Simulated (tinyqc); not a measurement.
Two coupled magnetic layers: synthetic antiferromagnet, spin flop, exchange bias and magnetoresistance: one step, computed by the program tinyqc. Command: `OMP_NUM_THREADS=1 python tinyqc.py 3027504 3027505 out.jsonl saf walk`. One thread of a shared host (Intel(R) Xeon(R) Processor @ 2.30GHz), about 0.3 s of CPU time with the checks.

Moments lie in the plane at the angles p1, p2 from the field. Energy per area: E = J1 cos(p1 - p2) + J2 cos^2(p1 - p2) - B M_s (t1 cos p1 + t2 cos p2) + K (t1 sin^2 p1 + t2 sin^2 p2).

Task: Saturation field. The parallel state is stable while the Hessian at p1 = p2 = 0 is positive: with c = J1 + 2 J2 and u = B M_s + 2K, (u t1 - c)(u t2 - c) > c^2, so B_sat M_s = c (1/t1 + 1/t2) - 2K. B_K = 2K/M_s.

Inputs (values chosen for the exercise, for a model stack): saturation magnetisation M_s = 1460 kA/m; thickness t1 = 3 nm; thickness t2 = 2.4 nm; antiferromagnetic coupling J1 = 0.29 mJ/m^2; biquadratic coupling J2 = 0.057 mJ/m^2; in-plane anisotropy K = 1.4 kJ/m^3; field over the saturation field = 0.25.

Field direction: along the easy axis.

Give: exchange field c (1/t1 + 1/t2)/M_s; B_K; saturation field B_sat; applied field B.

Result:

exchange field c (1/t1 + 1/t2)/M_s = 207.5 mT

B_K = 1.918 mT

saturation field B_sat = 205.6 mT

applied field B = 51.40 mT
